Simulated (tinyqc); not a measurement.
Solid solubility of a dopant against its melt (retrograde solidus), clustering and the electrically active fraction: one step, computed by the program tinyqc.

Question. Liquidus and solidus at T. x_l and x_s are atom fractions of the dopant in melt and solid; the solid is dilute. Liquidus of the host: R T ln(1 - x_l) + L x_l^2 = -H_f (1 - T/T_m). Distribution: k = x_s/x_l = exp[L (1 - x_l)^2/(R T)] exp(S/k_B - H/(k_B T)), the first factor being the activity coefficient in the melt. Solubility = x_s N0; at T_m x_l = 0.

Inputs (values chosen for the exercise, of the order of those of tin in silicon for the solubility):
```
quantity                                   value    unit
melting point of the host T_m               1687       K
heat of melting of the host H_f             50.2  kJ/mol
interaction L of the melt                    7.1  kJ/mol
enthalpy of transfer from melt to solid H  0.406      eV
entropy of transfer S                      -1.91     k_B
site density N0                            5e+22  1/cm^3
temperature T                               1150       K
```

Constants: R = 8.314462618 J/(mol K); k_B = 8.617333262e-05 eV/K.

Give: x_l; distribution coefficient k; x_s; solubility; k at the melting point.

Answer.

x_l = 0.8965

distribution coefficient k = 0.002481

x_s = 0.002225

solubility = 1.112e+20 1/cm^3

k at the melting point = 0.01505

k has changed by a factor 0.16 from its value at T_m, while x_l has grown from 0 to 0.896.
